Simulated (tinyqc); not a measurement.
Free and trapped electrons in a MOS channel with a dense trap tail: one step of the calculation.

p-type body, charge-sheet picture, full ionisation (an idealisation for deep acceptors), Boltzmann statistics for free electrons. e = Ec - EF at the surface. Acceptor-like traps of density D(E) = D0 + De exp(-E/Ew) at depth E below Ec, from 0 to Eu, hold n_t = integral of D(E)/(1 + exp((e - E)/Vt)). psi = Eg - Vt ln(Nv/Na) - e; N_dep = sqrt(2 eps0 eps_r Na (psi - Vt)/q); n_f = sqrt(N_dep^2 + 2 eps0 eps_r Vt Nc exp(-e/Vt)/q) - N_dep; Vg = Vfb + psi + q (N_dep + n_t + n_f)/Cox, Cox = eps0 eox/tox.

Problem. Charges and gate voltage. psi, N_dep, n_f and Vg as defined, with the n_t given; free share n_f/(n_f + n_t); apparent mobility mf n_f/(n_f + n_t); gate voltage spent on traps q n_t/Cox.

Parameters, values chosen for the exercise; band and dielectric values close to those of 4H silicon carbide: temperature T = 400 K; band gap Eg = 3.25 eV; relative permittivity eps_r = 9.56; conduction-band density of states at T Nc = 2.66e19 cm^-3; valence-band density of states at T Nv = 3.83e19 cm^-3; relative permittivity of the insulator eox = 3.9; insulator thickness tox = 32 nm; acceptor density Na = 1.5e17 cm^-3; flat-band voltage without trapped charge Vfb = -2.86 V; mobility of free electrons mf = 94 cm^2/(V s); Ec - EF at the surface e = 0.184 eV.

Constants: q = 1.602176634e-19 C, kB = 1.380649e-23 J/K, Vt = kB T/q, eps0 = 8.8541878128e-14 F/cm where lengths are in cm. Results are converted to the units shown.

n_t = 2.7952648e11 cm^-2

Find: psi; N_dep; n_f; Vg; free share; apparent mobility; gate voltage spent on traps.

Solution.

psi = 2.8750 V
N_dep = 2.1218e12 cm^-2
n_f = 1.0942e10 cm^-2
Vg = 3.5965 V
free share = 3.7670 %
apparent mobility = 3.5409 cm^2/(V s)
gate voltage spent on traps = 0.41502 V

Numbers from tinyqc (`OMP_NUM_THREADS=1 python tinyqc.py 2222047 2222048 out.jsonl`; about 0.02 s on one thread of a shared Intel Xeon 2.30GHz).
